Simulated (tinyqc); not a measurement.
What moves the results: band edges of strained Si(1-x)Ge(x) on relaxed Si(1-y)Ge(y). A value that a table varies takes the place of the one given here.

Values are linear in the Ge fraction but for ED(x) = linear - CD x (1 - x) and a(x) = linear - Ca x (1 - x). Energies are on the common scale of Ev.

Coherent growth on a (001) face: e_par = (a(y) - a(x))/a(x), e_perp = -2 (C12/C11) e_par; exx = eyy = e_par, ezz = e_perp, no shear.

A valley with unit axis u lies at Ev + gap + (av + a_valley) tr(e) + Xu (u.e.u - tr(e)/3); the Delta axes are x, y, z and the L axes [111], [1-1-1], [-11-1], [-1-11]. The second-order shift of the Delta valleys under shear is left out; it lowers the pair normal to the sheared plane by tens of meV at a shear of 1 %.

Valence edges: Ev plus the levels of the 6 x 6 matrix of X, Y, Z times spin with -Dso/3 + l exx + m (eyy + ezz) on the diagonal (cyclic), n exy off it, l = av + 2 b, m = av - b, n = sqrt(3) d. Spin-orbit term (Dso/3) L.sigma on X, Y, Z with (L_k)_ij = -i epsilon_kij: <X+|H|Y+> = -i Dso/3, <X+|H|Z-> = Dso/3, <Y+|H|Z-> = -i Dso/3, <Z+|H|X-> = -Dso/3, <Z+|H|Y-> = i Dso/3, <X-|H|Y-> = i Dso/3, and their conjugates; + and - are the spin along z.

Coherent growth: e_par = (a(y) - a(x))/a(x). (001): e_perp = -2 (C12/C11) e_par; exx = eyy = e_par, ezz = e_perp, no shear. (111): e_perp = -(2 C11 + 4 C12 - 4 C44)/(C11 + 2 C12 + 4 C44) e_par; exx = eyy = ezz = (2 e_par + e_perp)/3 and exy = eyz = ezx = (e_perp - e_par)/3. (110): e_perp = -(C11 + 3 C12 - 2 C44)/(C11 + C12 + 2 C44) e_par; exx = eyy = (e_par + e_perp)/2, ezz = e_par, exy = (e_perp - e_par)/2, eyz = ezx = 0.

Parameters, chosen for this exercise (end members near Si and Ge, in this order; not measured data):

| symbol | value | unit | meaning |
|---|---|---|---|
| a | (5.435, 5.666) | angstrom | lattice constant |
| Dso | (0.044, 0.287) | eV | spin-orbit splitting |
| av | (2.48, 1.26) | eV | valence hydrostatic potential |
| b | (-2.13, -2.59) | eV | tetragonal shear potential |
| d | (-4.75, -5.25) | eV | trigonal shear potential |
| C11 | (165, 129) | GPa |  |
| C12 | (63.1, 48.9) | GPa |  |
| C44 | (78.7, 67) | GPa |  |
| Ev | (0, 0.63) | eV | top of the unstrained valence band |
| ED | (1.174, 0.921) | eV | gap to the Delta valleys |
| EL | (2.027, 0.747) | eV | gap to the L valleys |
| aD | (1.62, 1.24) | eV | hydrostatic potential of the Delta gap |
| aL | (-3.2, -3.01) | eV | hydrostatic potential of the L gap |
| XuD | (9.1, 9.44) | eV | uniaxial potential, Delta |
| XuL | (15.96, 15.56) | eV | uniaxial potential, L |
| CD | 0.219 | eV | bowing of the Delta gap |
| Ca | 0.025 | angstrom | bowing of the lattice constant |
| face | 001 |  | growth face |
| y | 0 |  | Ge fraction of the relaxed buffer |
| x | 0.1 |  | Ge fraction of the layer |

## Composition of the layer

The buffer is kept. dEc = Ec(buffer) - Ec(layer), dEv = Ev(layer) - Ev(buffer); buffer edges Ev(y) and Ev(y) + min(ED, EL). The digit behind Delta or L counts whole valleys.

Results:

| x | e_par (%) | lowest valleys | gap (eV) | next valleys above (meV) | valence splitting (meV) | dEc (eV) | dEv (eV) |
|---|---|---|---|---|---|---|---|
| 0.08 | -0.31 | Delta4 | 1.104 | 49 | 19 | 0.017 | 0.053 |
| 0.16 | -0.61 | Delta4 | 1.035 | 99 | 32 | 0.031 | 0.107 |
| 0.24 | -0.93 | Delta4 | 0.969 | 150 | 45 | 0.042 | 0.163 |
| 0.31 | -1.20 | Delta4 | 0.913 | 195 | 55 | 0.049 | 0.212 |
| 0.39 | -1.52 | Delta4 | 0.851 | 248 | 67 | 0.053 | 0.270 |
| 0.47 | -1.85 | Delta4 | 0.791 | 302 | 78 | 0.054 | 0.329 |
| 0.55 | -2.18 | Delta4 | 0.733 | 356 | 90 | 0.052 | 0.389 |

The gap is 1.104 eV in the first row and 0.733 eV in the last. The lowest valleys are Delta4 throughout. Per 0.1 of x the valence offset moves by +71 meV on average; the conduction offset lies between +17 and +54 meV, not monotonically. Both carriers sit on one side in every row. Offsets below about 30 meV are within the spread of parameter sets, so those rows do not settle the type. Strains above 2 % can be kept only in layers of a few nanometres.

## Composition of the buffer

The layer is kept. dEc = Ec(buffer) - Ec(layer), dEv = Ev(layer) - Ev(buffer); buffer edges Ev(y) and Ev(y) + min(ED, EL). The digit behind Delta or L counts whole valleys.

Results:

| y | e_par (%) | lowest valleys | gap (eV) | next valleys above (meV) | valence splitting (meV) | dEc (eV) | dEv (eV) |
|---|---|---|---|---|---|---|---|
| 0.00 | -0.38 | Delta4 | 1.086 | 62 | 22 | 0.021 | 0.067 |
| 0.19 | 0.35 | Delta2 | 1.080 | 57 | 31 | 0.041 | -0.029 |
| 0.28 | 0.71 | Delta2 | 1.026 | 115 | 68 | 0.085 | -0.052 |
| 0.37 | 1.08 | Delta2 | 0.968 | 174 | 108 | 0.134 | -0.072 |
| 0.46 | 1.45 | Delta2 | 0.907 | 234 | 150 | 0.186 | -0.090 |
| 0.56 | 1.88 | Delta2 | 0.839 | 302 | 198 | 0.249 | -0.110 |
| 0.65 | 2.27 | Delta2 | 0.775 | 365 | 242 | 0.310 | -0.126 |

The gap is 1.086 eV in the first row and 0.775 eV in the last. The lowest valleys change: Delta4 to Delta2 between y = 0.00 and 0.19. Per 0.1 of y the valence offset moves by -30 meV on average; the conduction offset lies between +21 and +310 meV. Both carriers sit on one side for y = 0.00, and on opposite sides elsewhere. Offsets below about 30 meV are within the spread of parameter sets, so those rows do not settle the type. Strains above 2 % can be kept only in layers of a few nanometres.

## The same layer on three faces

dEc = Ec(buffer) - Ec(layer), dEv = Ev(layer) - Ev(buffer); buffer edges Ev(y) and Ev(y) + min(ED, EL). The digit behind Delta or L counts whole valleys.

Results:

| face | e_par (%) | lowest valleys | gap (eV) | next valleys above (meV) | valence splitting (meV) | dEc (eV) | dEv (eV) | Delta spread (meV) | L spread (meV) |
|---|---|---|---|---|---|---|---|---|---|
| (001) | -0.38 | Delta4 | 1.086 | 62 | 22 | 0.021 | 0.067 | 62 | 0 |
| (111) | -0.38 | Delta6 | 1.104 | 779 | 23 | 0.006 | 0.064 | 0 | 78 |
| (110) | -0.38 | Delta2 | 1.087 | 26 | 23 | 0.022 | 0.065 | 26 | 61 |

On (001) only the Delta valleys split (62 meV), on (111) only the L valleys (78 meV), on (110) both (26 and 61 meV). The lowest valleys are Delta4 on (001), Delta6 on (111) and Delta2 on (110); the smallest gap is 1.086 eV on (001) and the largest 1.104 eV on (111).

## What each parameter does

dEc = Ec(buffer) - Ec(layer), dEv = Ev(layer) - Ev(buffer); buffer edges Ev(y) and Ev(y) + min(ED, EL). Each row changes one parameter from the base and keeps the others.

Results:

| case | gap (eV) | valence splitting (meV) | dEc (eV) | dEv (eV) |
|---|---|---|---|---|
| base | 1.0863 | 22.3 | 0.0211 | 0.0665 |
| x = 0.13 | 1.0607 | 27.5 | 0.0265 | 0.0869 |
| y = 0.03 | 1.0990 | 17.2 | 0.0144 | 0.0466 |
| CD = 0.269 eV | 1.0818 | 22.3 | 0.0256 | 0.0665 |
| av = (2.852, 1.449) eV | 1.0863 | 22.3 | 0.0228 | 0.0649 |
| Ev = (0, 0.724) eV | 1.0863 | 22.3 | 0.0117 | 0.0759 |
| aD = (1.863, 1.426) eV | 1.0852 | 22.3 | 0.0223 | 0.0665 |
| d = (-5.462, -6.038) eV | 1.0863 | 22.3 | 0.0211 | 0.0665 |
| C12 = (72.565, 56.235) GPa | 1.0847 | 23.2 | 0.0208 | 0.0685 |

The largest shifts from the base row, up to three for each result and ties (the steps differ in size, so this ranks the rows, not the parameters). gap (eV): x -0.0257, y +0.0127, CD -0.0045; unchanged at the printed digits by av, Ev and d. valence splitting (meV): x +5.2, y -5.1, C12 +1.0; unchanged at the printed digits by CD, av, Ev, aD and d. dEc (eV): Ev -0.0094, y -0.0067, x +0.0053; unchanged at the printed digits by d. dEv (eV): x +0.0203, y -0.0200, Ev +0.0094; unchanged at the printed digits by CD, aD and d. The lowest valleys of the layer are Delta4, so among the conduction-band potentials only those of that family reach the gap and dEc; the buffer is unstrained. A shift large enough to swap the lowest family would change that.

tinyqc: `OMP_NUM_THREADS=1 python tinyqc.py 1081121 1081122 out.jsonl`; about 0.02 s, one thread, shared Intel(R) Xeon(R) Processor @ 2.30GHz.
